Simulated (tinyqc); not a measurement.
The basis set: RHF and MP2 along a ladder of basis sets, for BeH+, spin multiplicity 1. Computed by the program tinyqc with PySCF. Same geometry throughout; the dipole is taken about the origin.

Geometry (angstrom):

| atom | x | y | z |
|---|---|---|---|
| Be | 0.0000 | 0.0000 | 0.0000 |
| H | 0.0000 | 0.0000 | 1.1880 |

RHF and frozen-core MP2 in a ladder of bases:

| basis | functions | E(RHF) (hartree) | E(MP2 corr) (hartree) | HOMO (eV) | LUMO (eV) | dipole (debye) |
|---|---|---|---|---|---|---|
| sto-3g | 6 | -14.65646 | -0.01181 | -21.048 | -7.316 | 2.916 |
| 3-21g | 11 | -14.75350 | -0.01471 | -20.996 | -7.831 | 2.738 |
| 6-31g | 11 | -14.83954 | -0.01480 | -21.059 | -7.757 | 2.616 |
| cc-pvdz | 19 | -14.84289 | -0.02486 | -21.001 | -7.860 | 2.667 |
| cc-pvtz | 44 | -14.84739 | -0.02947 | -21.047 | -7.814 | 2.645 |

Estimate the missing row, basis = 6-31g**.

Computed row:
```
basis    functions  E(RHF) (hartree)  E(MP2 corr) (hartree)  HOMO (eV)  LUMO (eV)  dipole (debye)
6-31g**         19         -14.84409               -0.02488    -21.011     -7.770           2.633
```

From cc-pVDZ to cc-pVTZ the RHF energy falls by 4.5 mhartree and the correlation energy by 4.6. If valence correlation converges as X^-3, (27 E(T) - 8 E(D))/19 gives -0.0314 hartree, a rough estimate from such small X that usually falls short; STO-3G holds about 38 % of it. Beyond STO-3G the LUMO moves by 0.1 eV and the HOMO by 0.1 eV.
